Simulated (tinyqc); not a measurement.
The trial energy against the axis ratio: donor in an ellipsoidal valley (Kohn-Luttinger variational method). Computed by tinyqc, a small Python program. Command: `OMP_NUM_THREADS=1 python tinyqc.py 3028523 3028524 out.jsonl kohnlutt sweep`. One thread of a shared host (Intel(R) Xeon(R) Processor @ 2.30GHz), about 0.06 s of CPU time with the checks.

H = -(d^2/dx^2 + d^2/dy^2) - gamma d^2/dz^2 - 2/r in units built on m_t, with gamma = m_t/m_l and z along the valley axis. One valley; no valley-orbit or central-cell term.

Inputs (values chosen for the exercise, for a model semiconductor): transverse mass m_t = 0.0773 m_0; longitudinal mass m_l = 0.106 m_0; dielectric constant eps = 5.62.

Constants: Ry = 13.605693123 eV; a_0 = 0.529177210903 angstrom.

Method. Ry* = Ry m_t/eps^2, a* = a_0 eps/m_t, gamma = m_t/m_l. Trial function exp(-sqrt((x^2 + y^2)/a^2 + z^2/b^2)) with beta = b/a < 1: E = t/a^2 - u/a, t = (2 + gamma/beta^2)/3, u = 2 arcsin(sqrt(1 - beta^2))/sqrt(1 - beta^2); the best a is 2 t/u and E(beta) = -u^2/(4 t).

One run for each value:
```
trial ratio b/a  E(beta) (Ry*)  best a (a*)      t      u
0.15                    -0.180        7.985  11.47  2.873
0.25                    -0.407        3.347   4.56  2.723
0.46                    -0.834        1.475   1.82  2.461
0.56                    -0.963        1.223   1.44  2.357
0.67                    -1.051        1.072   1.21  2.254
0.77                    -1.092        0.993   1.08  2.169
0.88                    -1.107        0.941   0.98  2.084
0.98                    -1.102        0.914   0.92  2.013
```

Give the missing row, trial ratio b/a = 0.36.

Computed row:
```
trial ratio b/a  E(beta) (Ry*)  best a (a*)     t      u
0.36                    -0.653        1.972  2.54  2.578
```

Interpolating between the two neighbouring rows (the first column on a logarithmic scale, the others too where they are positive) misses most in best a (a*), by 4.0 %. Over the rows, E(beta) (Ry*) goes from -0.180 through a minimum among these rows, -1.11 at 0.880, to -1.10; best a (a*) falls from 7.99 to 0.914 (exponent d ln y / d ln x -1.7 between the first rows and -0.27 between the last); t falls from 11.5 to 0.920 (exponent d ln y / d ln x -1.8 between the first rows and -0.59 between the last). Flattening raises the kinetic term t through gamma/beta^2 and the attraction u through a smaller mean distance; the minimum balances the two.

Extremes, crossings and ranges named in words are read from the listed rows.
